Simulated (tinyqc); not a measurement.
Electromigration in a confined line: Blech product, Korhonen stress evolution and Black's law: one step, computed by the program tinyqc. Command: `OMP_NUM_THREADS=1 python tinyqc.py 3020509 3020510 out.jsonl emigr walk`. One thread of a shared host (Intel(R) Xeon(R) Processor @ 2.30GHz), about 0.01 s of CPU time with the checks.

The electron wind pushes atoms from the cathode (x = 0) to the anode (x = L); blocking ends build a back stress (tension positive). The input rho is taken not to change with temperature. d sigma/dt = d/dx [kappa (d sigma/dx + G)], with zero flux at both ends and sigma = 0 at t = 0.

Question. Extrapolation by Black's law. Median life t50 = A j^(-n) exp(E/(k_B T)); acceleration factor = t50(use)/t50(test) = (j/j_u)^n exp[(E/k_B)(1/T_u - 1/T)]. Temperatures in kelvin are T(C) + 273.15.

Inputs (values chosen for the exercise, close to those used for aluminium lines):
```
quantity                 value     unit
activation energy E      0.698       eV
current density j          1.3  MA/cm^2
line length L               11       um
test temperature T         210        C
use temperature T_u        105        C
use current density j_u   0.24  MA/cm^2
current exponent n           2        -
```

Start: stress-free.

Constants: k_B = 8.617333262e-05 eV/K.

Give: current factor; temperature factor; acceleration factor.

Answer.

current factor = 29.340

temperature factor = 105.12

acceleration factor = 3084.1

Caution: the test j L lies below the critical product, so the line would not void in the test and the acceleration factor is formal. Caution: j_u L lies below the critical product, so the acceleration factor is formal: at use the line would not void.
